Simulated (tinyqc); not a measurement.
Luttinger-Kohn k.p, four valence bands, step by step. Computed by tinyqc, a small Python program that keeps every step. Settings: g1 = 6.11, g2 = 2.5, g3 = 2.87. Command: `OMP_NUM_THREADS=1 python tinyqc.py 29233 29234 out.jsonl` (the two numbers bound the seeds that draw the settings). One thread of a shared host (Intel(R) Xeon(R) Processor @ 2.60GHz), about 0.01 s of CPU time with the checks.

## Bloch Hamiltonian at k

Luttinger parameters chosen for this model; energies are counted downward from the top of the valence band:
```
parameter,value,unit
g1,6.110000,
g2,2.500000,
g3,2.870000,
```

k point k (1/angstrom): 0.049000  0.023000  -0.004000

P = c g1 k^2, Q = c g2 (kx^2 + ky^2 - 2 kz^2), R = c sqrt3 [-g2 (kx^2 - ky^2) + 2i g3 kx ky], S = 2 c sqrt3 g3 (kx - i ky) kz, c = hbar^2/2m = 3.809982 eV angstrom^2; rows [P+Q, -S, R, 0], [-S*, P-Q, 0, R], [R*, 0, P-Q, S], [0, R*, S*, P+Q]. The path ends lie at |k| = 0.05 1/angstrom.

H(k) at k (eV):
```
,3/2,1/2,-1/2,-3/2
3/2,0.096183,0.007424-0.003485i,-0.030884+0.042689i,0.000000
1/2,0.007424+0.003485i,0.040977,0.000000,-0.030884+0.042689i
-1/2,-0.030884-0.042689i,0.000000,0.040977,-0.007424+0.003485i
-3/2,0.000000,-0.030884-0.042689i,-0.007424-0.003485i,0.096183
```

## Levels at k

Diagonalise the Hermitian matrix.

eigenvalues (eV): 0.008535  0.008535  0.128625  0.128625

## Bands along a path

The same steps at evenly spaced points between the labelled ones.

Bands along the path (eV):
```
k,band 1,band 2,band 3,band 4
[111],0.003524,0.003524,0.112871,0.112871
[111]-G 0.25,0.001982,0.001982,0.063490,0.063490
[111]-G 0.50,0.000881,0.000881,0.028218,0.028218
[111]-G 0.75,0.000220,0.000220,0.007054,0.007054
G,0.000000,0.000000,0.000000,0.000000
G-[100] 0.25,0.000661,0.000661,0.006614,0.006614
G-[100] 0.50,0.002643,0.002643,0.026456,0.026456
G-[100] 0.75,0.005947,0.005947,0.059525,0.059525
[100],0.010573,0.010573,0.105822,0.105822
```

## Hole masses

E = c [g1 k^2 -/+ 2 sqrt(g2^2 k^4 + 3 (g3^2 - g2^2)(kx^2 ky^2 + ky^2 kz^2 + kz^2 kx^2))] with c = hbar^2/2m, and m* = hbar^2 k^2 / (2 E).

Masses (electron masses):
```
direction,heavy,light
[100],0.900901,0.090009
[110],1.832287,0.085659
[111],2.702703,0.084388
```
